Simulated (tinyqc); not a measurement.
Inside a calculation: band-to-band tunnelling across a p-n junction in a two-band chain. Values are carried at full precision from step to step, so a last printed digit may differ when a step is redone from the rounded ones.

Sites alternate A at -Eg/2 and C at +Eg/2 with hopping -t; near the edges, with k counted from the zone boundary pi/a, E^2 = (Eg/2)^2 + (t a k)^2, so t = sqrt(c Eg/m)/a gives the mass m, c = hbar^2/2m0. In the gap cosh(q a) = 1 + (Eg^2/4 - e^2)/(2 t^2), e the energy from the local mid-gap. The potential is V0 = Eg + ov on the p side (left), 0 on the n side, and falls linearly over the 2N sites of the junction, V_j = V0 (1 - j/(2N + 1)), j = 1 to 2N, site 1 being A. E = Eg/2 + x ov. A half chain that ends on a site of level e1 with neighbour e2 has g = (1 + z)/(E - e1), z = exp(-/+ i k a) the root with Im g < 0, cos(k a) = (E - e1)(E - e2)/(2 t^2) - 1. S_L = t^2 g (ending on C, shifted by V0), S_R = t^2 g (starting on A). T = 4 Im(S_L) Im(S_R) |G_(1,2N)|^2.

Constants: hbar^2/2m0 = 3.80998211 eV angstrom^2.

Values chosen for the exercise (gap and mass near those of GaSb; the results hold for these values, not for the real material):

| symbol | value | unit | meaning |
|---|---|---|---|
| Eg | 0.752 | eV | gap |
| m | 0.042 | m0 | mass of electron and light hole |
| a | 4 | angstrom | period (two sites) |
| ov | 0.32 | eV | overlap: top of the valence band on the p side above the conduction edge on the n side |
| N | 4 |  | periods in the small junction |
| x | 0.4 |  | energy above the n-side conduction edge, as a share of ov |

## Hopping, field and tunnelling length

Form t, V0, E, the field F = V0/((2N + 1) a/2) (1 V/angstrom = 100 MV/cm) and the length Eg/F over which E lies in the gap.

t = 2.0648 eV
V0 = 1.0720 eV
E = 0.5040 eV
F = 5.956 MV/cm
tunnelling length = 12.63 angstrom

So short a junction keeps the matrix small; its field is above the 1 to 3 MV/cm of tunnel diodes.

## Self-energies of the two sides

Form cos(k a) and S for each side.

cos(k a): left -0.978744, right -0.986790

S_L, S_R (eV): -0.09600-0.92625i  0.06400-0.78489i

## Recursive Green function

g_1 = 1/(E - e_1 - S_L); g_j = 1/(E - e_j - t^2 g_(j-1)), with S_R also subtracted at the last site; G_1j = G_1(j-1) (-t) g_j, G_11 = g_1; e_j is the site level plus V_j. The self-energies stand in the order S_L, S_R.

Sweep:

| j | e_j (eV) | g_j (1/eV) | G_1j (1/eV) |
|---|---|---|---|
| 1 | 0.5769 | 0.0269-1.0789i | 0.0269-1.0789i |
| 2 | 1.2098 | -0.0376-0.2107i | 0.4715-0.0720i |
| 3 | 0.3387 | 0.3566-0.9840i | -0.2009+1.0109i |
| 4 | 0.9716 | -0.0922-0.1946i | -0.4446+0.1118i |
| 5 | 0.1004 | 0.6020-0.6270i | 0.4079-0.7145i |
| 6 | 0.7333 | -0.1869-0.1786i | 0.4209-0.1252i |
| 7 | -0.1378 | 0.5430-0.2875i | -0.3976+0.3903i |
| 8 | 0.4951 | -0.2453-0.2081i | -0.3692+0.0268i |

T = 0.3984

## WKB for the same field

T = exp(-2 I/F), I = integral of q de across the gap. Continuum: q = sqrt(Eg^2/4 - e^2)/(t a), I = pi Eg^2/(8 t a). Lattice: q from the cosh formula, 12 Gauss-Legendre points in u with e = (Eg/2) sin(u), u from -pi/2 to pi/2. F in V/angstrom is the value in MV/cm over 100.

I (eV/angstrom): continuum 0.026887, lattice 0.026860

T by WKB: continuum 0.4054, lattice 0.4058

The chain gives 0.3984, 0.982 times the lattice WKB value; the exponent is only 0.90, and reflections at the two kinks of the potential count.

## Checks

- G_(1,2N) from the sweep against inversion of the whole matrix (size): both 0.37013.

Program tinyqc; command `OMP_NUM_THREADS=1 python tinyqc.py 1481518 1481519 out.jsonl`; about 0.01 s on one thread of a shared Intel(R) Xeon(R) Processor @ 2.30GHz.
